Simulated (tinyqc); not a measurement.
Millisecond and nanosecond annealing: surface heating, thermal budget and solid-phase regrowth: one step, computed by the program tinyqc. Command: `OMP_NUM_THREADS=1 python tinyqc.py 3025779 3025780 out.jsonl flash walk`. One thread of a shared host (Intel(R) Xeon(R) Processor @ 2.30GHz), about 0.02 s of CPU time with the checks.

A square pulse heats the surface of a thick wafer with constant thermal properties; losses by radiation are neglected and silicon melts at 1414 C.

Question. Temperature in depth and time. Absorbed flux q = (1 - R) fluence/t_p; kappa = k/c. With f(z, t) = (2 q/k) sqrt(kappa t) ierfc(z/(2 sqrt(kappa t))), ierfc(x) = exp(-x^2)/sqrt(pi) - x erfc(x): T = T0 + f(z, t) during the pulse and T0 + f(z, t) - f(z, t - t_p) after it.

Inputs (values chosen for the exercise, modelled on hot silicon with phosphorus): incident fluence = 0.65 J/cm^2; pulse length t_p = 1.4e-07 s; reflectance R = 0.56; thermal conductivity k = 0.27 W/(cm K); heat capacity per volume c = 2.36 J/(cm^3 K); preheat temperature T0 = 200 C.

Source: pulsed laser.

thermal length sqrt(kappa t_p) = 1.265581 um

Give: Temperature (C).

Answer.

Temperature (C):
```
t/t_p  surface  z = 0.5 thermal lengths   z = 1   z = 2
0.10     541.7                   256.70  203.78  200.00
0.25     740.2                   391.17  248.12  200.94
0.50     964.0                   578.80  359.56  216.26
0.75    1135.7                   733.86  473.84  250.41
1.00    1280.5                   868.54  582.34  296.24
1.10     991.5                   861.53  620.11  316.57
1.50     759.3                   720.50  620.83  387.80
2.00     647.6                   628.22  575.27  422.87
4.00     489.5                   484.34  469.36  416.98
10.00    375.3                   374.19  370.78  357.80
```

One tenth of a pulse length after the end the surface has lost 289 C: cooling starts as sqrt(t - t_p), much faster than heating ends. Caution: cold silicon conducts heat several times better than the constant k used here, so the real melting fluence is higher.
